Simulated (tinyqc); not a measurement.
Long-channel MOSFET, surface-potential model: two steps of the calculation.

n-channel transistor on a uniformly doped p-type body, gradual-channel approximation, constant mobility, Boltzmann statistics, full ionisation. Potentials are counted from the neutral body; V is the electron quasi-Fermi potential, Vsb at the source and Vsb + Vds at the drain. Charges are magnitudes per area.

Values chosen for this exercise; material values close to those of silicon:
```
symbol  value        unit                   meaning
T         350           K               temperature
Vfb     -0.42           V         flat-band voltage
mu        630  cm^2/(V s)          channel mobility
W           2          um                gate width
L           5          um               gate length
Vsb       0.5           V  source-body reverse bias
Vgs      1.78           V       gate-source voltage
Vds       1.2           V      drain-source voltage
```

Constants: q = 1.602176634e-19 C, kB = 1.380649e-23 J/K, Vt = kB T/q. Results are converted to the units shown.

Question 1. Inversion charge along the channel. The surface potential psi at channel potential V solves Vgs + Vsb - Vfb - psi = gamma sqrt(G), G = psi - Vt + Vt exp((psi - 2 phiF - V)/Vt). Charge sheet: Qi = Cox gamma [sqrt(G) - sqrt(psi - Vt)]. Pao-Sah: Qi = (Cox gamma/2) integral from 3 Vt to psi of exp((u - 2 phiF - V)/Vt)/sqrt(G(u, V)) du.

V, point 0 to 6 (V): 0.5  0.7  0.9  1.1  1.3  1.5  1.7
phiF = 0.46782910 V
Cox = 0.91124350 uF/cm^2
gamma = 0.86779254 V^0.5

Give: psi; Qi, charge sheet; Qi, Pao-Sah.

Answer 1.

```
point  psi (V)  Qi, charge sheet (nC/cm^2)  Qi, Pao-Sah (nC/cm^2)
0       1.5128                      118.98                 120.19
1       1.6065                      3.6064                 3.6419
2       1.6094                   0.0052466              0.0052983
3       1.6094                   6.9194e-6              6.9875e-6
4       1.6094                   9.1243e-9              9.2140e-9
5       1.6094                  1.2032e-11             1.2150e-11
6       1.6094                  1.5865e-14             1.6021e-14
```

At the source the charge-sheet charge is 1.0 % below the Pao-Sah one.

Question 2. Pao-Sah current by Simpson's rule. I = mu (W/L) integral of Qi dV; Simpson's rule on the 7 points, step Vds/6, weights 1, 4, 2, ..., 4, 1 times step/3.

Qi, Pao-Sah, point 0 to 6 (nC/cm^2): 120.19033  3.6419375  0.0052982564  6.9875000e-6  9.2140094e-9  1.2149976e-11  1.6021462e-14

Give: Pao-Sah current.

Answer 2.

Pao-Sah current = 2.264 uA

Gauss-Legendre quadrature on many points gives 2.388 uA, so this value is 5.2 % below it; the charge-sheet current, 2.351 uA, is 1.5 % below it.

Program tinyqc, `OMP_NUM_THREADS=1 python tinyqc.py 2360098 2360099 out.jsonl`; Intel Xeon 2.30GHz, shared host, one thread, about 0.03 s.
